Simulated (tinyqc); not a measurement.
Worked calculation: Raman shift of the zone-centre optical phonon of a diamond-structure crystal under stress. Computed by tinyqc, a small Python program that keeps every step. Command: `OMP_NUM_THREADS=1 python tinyqc.py 3030141 3030142 out.jsonl ramanstress walk`. One thread of a shared host (Intel(R) Xeon(R) Processor @ 2.30GHz), about 0.01 s of CPU time with the checks. Intermediate numbers are printed to about 6 digits and carried at full precision; extremes and crossings named in words are read from the listed rows.

Axes x, y, z are the cube axes. Strain shifts the threefold optical mode and can split it; p, q and r are the phonon deformation potentials.

Inputs (values chosen for the exercise, modelled on diamond):

| quantity | value | unit |
|---|---|---|
| unstrained frequency omega_0 | 1335 | 1/cm |
| p/omega_0^2 | -2.79 | - |
| q/omega_0^2 | -1.69 | - |
| r/omega_0^2 | -1.96 | - |
| C11 | 1077 | GPa |
| C12 | 126.9 | GPa |
| C44 | 577.2 | GPa |
| stress sigma (tension positive) | 0.54 | GPa |
| polarisation angle phi | 75 | degree |
| temperature coefficient d omega/dT | -0.012 | 1/(cm K) |
| local temperature T | 330 | K |
| laser wavelength | 632.8 | nm |

Stress state: uniaxial. Axis: [111].

Constants: h = 6.62607015e-34 J s; c = 299792458 m/s; k_B = 1.380649e-23 J/K.

## Compliances

S11 = (C11 + C12)/D, S12 = -C12/D, D = (C11 - C12)(C11 + 2 C12), S44 = 1/C44.

S11 = 0.952156 1/TPa

S12 = -0.100364 1/TPa

S44 = 1.73250 1/TPa

## Stress and strain tensors

Uniaxial stress along the unit vector n of the axis: sigma_ij = sigma n_i n_j. eps_xx = S11 sigma_xx + S12 (sigma_yy + sigma_zz), and cyclic; eps_xy = S44 sigma_xy/2 (tensor strain).

stress (GPa):
```
      x     y     z
x  0.18  0.18  0.18
y  0.18  0.18  0.18
z  0.18  0.18  0.18
```

strain (per mille):
```
          x         y         z
x  0.135257  0.155925  0.155925
y  0.155925  0.135257  0.155925
z  0.155925  0.155925  0.135257
```

volume strain = 0.405771 per mille

## Secular matrix and shifts

Secular matrix: M_xx = p eps_xx + q (eps_yy + eps_zz), M_xy = 2 r eps_xy; its eigenvalues are omega^2 - omega_0^2, and the shifts are these over 2 omega_0.

M/(2 omega_0) (1/cm):
```
           x          y          z
x  -0.557053  -0.407994  -0.407994
y  -0.407994  -0.557053  -0.407994
z  -0.407994  -0.407994  -0.557053
```

shifts, in rising order (1/cm): -1.37304  -0.14906  -0.14906

The triplet splits into a singlet and a doublet. Tension softens every mode.

## Mean shift and Grueneisen parameter

gamma = -(p + 2q)/(6 omega_0^2); the mean of the three shifts is -gamma omega_0 x (volume strain).

mode Grueneisen parameter gamma = 1.02833

mean shift = -0.557053 1/cm

## The line seen from a (001) surface

Backscattering from a (001) surface: incident polarisation (cos phi, sin phi, 0). With Raman tensors (R_z)_xy = (R_z)_yx = 1 and cyclic, only the z component u_z of a mode counts: I = u_z^2 sin^2(2 phi) for parallel and u_z^2 cos^2(2 phi) for crossed polarisers. An unresolved line sits at the intensity-weighted shift, which is M_zz/(2 omega_0).

total intensity, parallel = 0.25

total intensity, crossed = 0.75

shift of the observed line = -0.557053 1/cm

shift per stress = -1.03158 1/(cm GPa)

stress per shift = -969.388 MPa cm

Shear mixes z with x and y, so the line is a blend of modes with different shifts. Caution: this stress has components normal to the (001) face, so it cannot reach a free (001) surface; it can act on buried material.

## The same stress in different states

Uniaxial: sigma n n^T; biaxial: sigma (1 - n n^T); hydrostatic: sigma 1. The line seen from (001) is taken as unresolved, at the intensity-weighted shift M_zz/(2 omega_0).

Shifts (1/cm):

| state | lowest | middle | highest | line seen from (001) |
|---|---|---|---|---|
| uniaxial [100] | -0.83527 | -0.41795 | -0.41795 | -0.41795 |
| uniaxial [110] | -1.23860 | -0.41795 | -0.01462 | -0.41795 |
| uniaxial [001] | -0.83527 | -0.41795 | -0.41795 | -0.83527 |
| uniaxial [111] | -1.37304 | -0.14906 | -0.14906 | -0.55705 |
| biaxial, normal [001] | -1.25321 | -1.25321 | -0.83589 | -0.83589 |
| biaxial, normal [111] | -1.52210 | -1.52210 | -0.29812 | -1.11411 |
| hydrostatic | -1.67116 | -1.67116 | -1.67116 | -1.67116 |

Seen from (001), uniaxial stress along [100] and along [110] give the same shift (-0.418), and equal biaxial stress in the plane gives twice as much (-0.836), since only sigma_xx + sigma_yy and sigma_zz enter M_zz. Stress along [001] gives -0.835. One measured shift therefore fixes the stress only once its state is assumed: read as uniaxial in the plane, a shift implies twice the stress that it does read as biaxial.

## Heating mistaken for stress

A temperature above 300 K shifts the line by (d omega/dT)(T - 300 K); divided by the shift per stress it poses as a stress; the total shift adds it to the shift of the observed line. The anti-Stokes to Stokes ratio is [(omega_L + omega_0)/(omega_L - omega_0)]^3 exp(-h c omega_0/(k_B T)) in photon counts, omega_L = 1/wavelength, resonance effects left out.

thermal shift = -0.36 1/cm

apparent stress from heating = 0.348980 GPa

total shift = -0.917053 1/cm

anti-Stokes/Stokes ratio = 0.00492997

Heating poses as tension, 65 % of the true stress in size; the intensity ratio gives T apart from the shift.

Checks made by the program: mean of the eigenvalues against the trace rule (relative difference below 1e-10); weighted mean of the modes against M_zz (relative difference below 1e-10).
